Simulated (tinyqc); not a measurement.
# Resistance of a tapered via with liner, size effect and interface, step by step

Program tinyqc, `OMP_NUM_THREADS=1 python tinyqc.py 2750099 2750100 out.jsonl`; Intel Xeon 2.30GHz, shared host, one thread, about 0.01 s. Printed values are rounded.

A round via whose diameter grows from db at the bottom as D(z) = db + 2 z/tan(ang). The fill, of diameter D - 2 tl, starts above the bottom liner (thickness fb tl) and has rho = rho0 (1 + ks lam/(D - 2 tl)); the sidewall liner conducts in parallel with it. The bottom liner and the interface are crossed over the full area pi db^2/4. Spreading in the lines above and below is left out.

Inputs (values chosen for the exercise); fill metal close to ruthenium: diameter at the bottom db = 28 nm; height hv = 82 nm; sidewall angle ang = 85 degrees; bulk resistivity of the fill rho0 = 7.88 uohm cm; mean free path of the fill lam = 6.48 nm; size-effect factor ks = 1.1; liner on the sidewall tl = 0.3 nm; liner at the bottom over that on the sidewall fb = 0.7; resistivity of the liner rl = 230 uohm cm; interface resistivity at the bottom ri = 1.5e-12 ohm cm^2; ballistic conductance per area, about 3/(4 rho0 lam) Sb = 1.5e15 S/m^2.

## Slices of the via

Slices between z0 = fb tl and hv, evaluated at their midpoints: conductance per length pi/4 [(D - 2 tl)^2/rho + (D^2 - (D - 2 tl)^2)/rl], slice resistance = slice height over that. 8 slices.

| slice | z (nm) | D (nm) | rho (uohm cm) | slice resistance (ohm) |
|---|---|---|---|---|
| 0 | 5.32188 | 28.9312 | 9.86257 | 1.59656 |
| 1 | 15.5456 | 30.7201 | 9.74482 | 1.39586 |
| 2 | 25.7694 | 32.5091 | 9.64027 | 1.23053 |
| 3 | 35.9931 | 34.2980 | 9.54683 | 1.09276 |
| 4 | 46.2169 | 36.0869 | 9.46280 | 0.976776 |
| 5 | 56.4406 | 37.8758 | 9.38684 | 0.878234 |
| 6 | 66.6644 | 39.6648 | 9.31783 | 0.793818 |
| 7 | 76.8881 | 41.4537 | 9.25487 | 0.720961 |

## Total resistance

R_fill = sum of the slices; R_bottom = rl fb tl/(pi db^2/4); R_interface = ri/(pi db^2/4); ballistic (Sharvin) limit 1/(Sb pi (db - 2 tl)^2/4); ideal cylinder rho0 hv/(pi db^2/4).

parts (ohm): fill 8.68549, bottom liner 0.784407, interface 0.243605
R = 9.71350 ohm
shares (%): fill 89.4167, bottom liner 8.0754, interface 2.5079
ballistic limit = 1.13062 ohm
ideal cylinder = 10.4938 ohm

The fill is the largest part, and R is 0.926 times the ideal cylinder. With 2000 slices R = 9.7211 ohm.
